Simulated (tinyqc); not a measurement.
## Permittivity and interlayer from two capacitances

Question. A two-layer stack has Cox = eps0/(t1/e1 + t2/e2) and EOT = 3.9 eps0/Cox. Find e2, the EOT of layer 1 and, with e1 given, t1.

Inputs (values chosen for the exercise):
- e1 = 3.78 (relative permittivity of layer 1)

Constants: eps0 = 8.8541878128e-14 F/cm where lengths are in cm. Results are converted to the units shown.

Cox at t2 = 1.8 and 7.7 nm (uF/cm^2): [1.4315393, 0.70359481]

Answer. EOT is linear in t2 with slope 3.9/e2, and its intercept is the EOT of layer 1.

e2 = 9.220
EOT of layer 1 = 1.651 nm
t1 = 1.600 nm

Program tinyqc, `OMP_NUM_THREADS=1 python tinyqc.py 2010161 2010162 out.jsonl`; Intel Xeon 2.30GHz, shared host, one thread, about 0.01 s.
